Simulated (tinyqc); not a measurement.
Millisecond and nanosecond annealing: surface heating, thermal budget and solid-phase regrowth: one step, computed by the program tinyqc. Command: `OMP_NUM_THREADS=1 python tinyqc.py 3000145 3000146 out.jsonl flash walk`. One thread of a shared host (Intel(R) Xeon(R) Processor @ 2.30GHz), about 0.02 s of CPU time with the checks.

A square pulse heats the surface of a thick wafer with constant thermal properties; losses by radiation are neglected and silicon melts at 1414 C.

Problem. Peak temperature. Absorbed flux q = (1 - R) fluence/t_p; kappa = k/c. With f(z, t) = (2 q/k) sqrt(kappa t) ierfc(z/(2 sqrt(kappa t))), ierfc(x) = exp(-x^2)/sqrt(pi) - x erfc(x): T = T0 + f(z, t) during the pulse and T0 + f(z, t) - f(z, t - t_p) after it. At the surface the rise at the end of the pulse is 2 q sqrt(t_p/(pi k c)); the fluence that just melts the surface scales with (1414 - T0).

Inputs (values chosen for the exercise, modelled on hot silicon with phosphorus): incident fluence = 99.1 J/cm^2; pulse length t_p = 0.016 s; reflectance R = 0.36; thermal conductivity k = 0.28 W/(cm K); heat capacity per volume c = 2.16 J/(cm^3 K); preheat temperature T0 = 500 C; wafer thickness d = 775 um.

Source: flash lamp.

Give: absorbed flux q; kappa; thermal length sqrt(kappa t_p); peak temperature; fluence at the melting threshold.

Solution.

absorbed flux q = 3964 W/cm^2

kappa = 0.1296 cm^2/s

thermal length sqrt(kappa t_p) = 455.4 um

peak temperature = 1228 C

fluence at the melting threshold = 124.5 J/cm^2

Caution: heat reaches the back of the wafer, which is no longer thick.
